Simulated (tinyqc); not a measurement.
Orbital energy against energy difference: ionisation energy by orbital energies and by energy differences in the cc-pvdz basis, for H4, spin multiplicity 1. Computed by the program tinyqc with PySCF. 

Geometry (angstrom):
```
atom       x       y       z
H     0.0000  0.0000  0.0000
H     0.0000  0.0000  0.7700
H     0.0000  0.0000  1.7440
H     0.0000  0.0000  2.5150
```

CCSD(T) difference in the same basis = 13.0697 eV

IP-EOM-CCSD = 13.1007 eV

The cation is unrestricted; errors are against CCSD(T) in this basis, not against experiment.

First vertical ionisation energy (eV):
```
method     -e(HOMO)  E(cation) - E  error of -e(HOMO)  error of the difference
HF           13.148       12.27065              0.078                   -0.799
LDA           8.036       12.69788             -5.033                   -0.372
PBE           8.145       12.78761             -4.925                   -0.282
B3LYP         9.393       13.01600             -3.676                   -0.054
PBE0          9.558       12.89689             -3.512                   -0.173
CAM-B3LYP    11.008       12.98622             -2.061                   -0.083
LC-wPBE      12.397       13.02639             -0.672                   -0.043
```

Koopmans errs by +0.08 eV and Delta-HF by -0.80 eV: relaxation, 0.88 eV, lowers the value and the missing correlation difference works against it. The PBE level is off by -4.9 eV through the wrong tail of its potential, though its energy difference is off by -0.28 eV; exact exchange deepens the level, and among the orbital energies HF comes closest; among the differences LC-wPBE does.
